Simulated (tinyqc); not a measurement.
Inside a calculation: dielectric confinement in a thin film (image charges). Values are carried at full precision from step to step, so a last printed digit may differ when a step is redone from the rounded ones.

A film |z| < t/2 of dielectric constant eps between half-spaces of dielectric constant e2; lam = (eps - e2)/(eps + e2), q = e^2/(4 pi eps0). The self-energy of a band edge is taken with the high-frequency value, e2 = eh, and the field of a fixed ion with the static one, e2 = eo. A charge at z has images lam^|n| at n t + (-1)^n z. Its self-energy is S(z) = (q/2 eps) sum over n >= 1 of lam^n [1/(n t - 2z) + 1/(n t + 2z)] for odd n and 2 lam^n/(n t) for even n; at the centre S(0) = -(q/(eps t)) ln(1 - lam).

Constants: e^2/(4 pi eps0) = 14.39964547 eV angstrom; hbar^2/2m0 = 3.80998211 eV angstrom^2; Ry = 13.60569312 eV.

Values chosen for the exercise (near those of a Ge film between layers of Si3N4; shifted at random, so the results belong to these values and not to a real crystal):
- t = 64 angstrom (film thickness)
- eps = 15.7 (dielectric constant of the film)
- eh = 4 (high-frequency dielectric constant outside)
- mz = 0.117 m0 (mass across the film)
- eo = 7.3 (static dielectric constant outside)
- m = 0.156 m0 (mass in the plane)

## Images for a charge at the centre

Give lam, the first five terms (q/eps) lam^n/(n t), their sum and the closed form.

lam = 0.5939

terms (meV): [8.51, 2.53, 1.00, 0.45, 0.21]

sum of five = 12.70 meV
S(0) = 12.91 meV

The surroundings screen less than the film, so the images repel and each band edge moves outwards: the gap changes by about 2 S = +26 meV. The static value 7.3 would give S(0) = +6.5 meV.

## Self-energy across the film

S at 2z/t = 0, 0.2, 0.4, 0.6, 0.8 and 0.9, summed to n = 399.

Self-energy:
```
2z/t  z (angstrom)  S (meV)
0.0            0.0    12.91
0.2            6.4    13.27
0.4           12.8    14.56
0.6           19.2    17.75
0.8           25.6    28.13
0.9           28.8    49.31
```

Towards the wall S diverges as (q lam/4 eps)/(distance), an artefact of the abrupt interface that the vanishing envelope makes harmless.

## Shift of the subband edge

First order: <S> over the envelope (2/t) cos^2(pi z/t), beside the confinement energy c (pi/t)^2/mz, c = hbar^2/2m0.

<S> = 14.79 meV
confinement energy = 78.47 meV

|<S>| is 0.19 times the confinement energy; the first goes as 1/t and the second as 1/t^2, so they are equal at t = 339 angstrom.

## Binding of a donor

Donor at the centre, lam from the static eo, trial function cos(pi z/t) exp(-rho/l): E(l) = c/(m l^2) - (q/eps) times the integral over k of F(k t) (1 + (k l/2)^2)^(-3/2), with F(x) = F0 + 2 lam exp(-x) G/(1 - lam exp(-x)), F0 = 2[(1 - exp(-x/2))/x + x (1 + exp(-x/2))/(x^2 + 4 pi^2)], G = 2 sinh(x/2)[1/x - x/(x^2 + 4 pi^2)]; c = hbar^2/2m0. The binding energy is -E at the minimum, counted from the subband edge with its self-energy.

Minimise over l with and without images (lam = 0); Ry* = Ry m/eps^2.

Donor:
```
case         l (angstrom)  binding (meV)  in Ry*
no images            45.0           18.7    2.17
with images          42.1           29.9    3.48
```

Ry* = 8.61 meV

The images change the binding by +11.2 meV, against -2 (q/(eps t)) ln(1 - lam) = +13.0 meV for an orbit much smaller than t. At 300 K the binding is 1.2 kB T.

## Checks

- S(0) from the series against the closed form, meV: both 12.91.
- F(2.3) for lam = 0.5939 from a direct sum over images against the closed form: both 0.8675.

Run: tinyqc, `OMP_NUM_THREADS=1 python tinyqc.py 1251304 1251305 out.jsonl`; Intel(R) Xeon(R) Processor @ 2.30GHz, one thread, shared host; about 0.07 s of CPU time with all checks.
